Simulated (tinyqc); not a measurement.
From the Foster terms back to the ladder.

Question. A two-node ladder (R1 between the nodes, R2 to ambient, C1 and C2 to ambient) has Z(t) = r_1 (1 - exp(-t/tau_1)) + r_2 (1 - exp(-t/tau_2)) at node 1. Find C1, R1, R2 and C2.

tau_1, tau_2 (ms): 0.037957140  2.1145429
r_1, r_2 (K/W): 0.090141992  1.0198580

Solution. The initial slope gives 1/C1 = sum r/tau, the initial curvature 1/(R1 C1^2) = sum r/tau^2, the final value R1 + R2 = sum r, and the determinant tau_1 tau_2 = R1 R2 C1 C2.

C1 = 0.3500 mJ/K
R1 = 0.1300 K/W
R2 = 0.9800 K/W
C2 = 1.800 mJ/K

Computed by the program tinyqc: `OMP_NUM_THREADS=1 python tinyqc.py 2520046 2520047 out.jsonl`, one thread of a shared Intel Xeon 2.30GHz, about 0.01 s for the whole run.
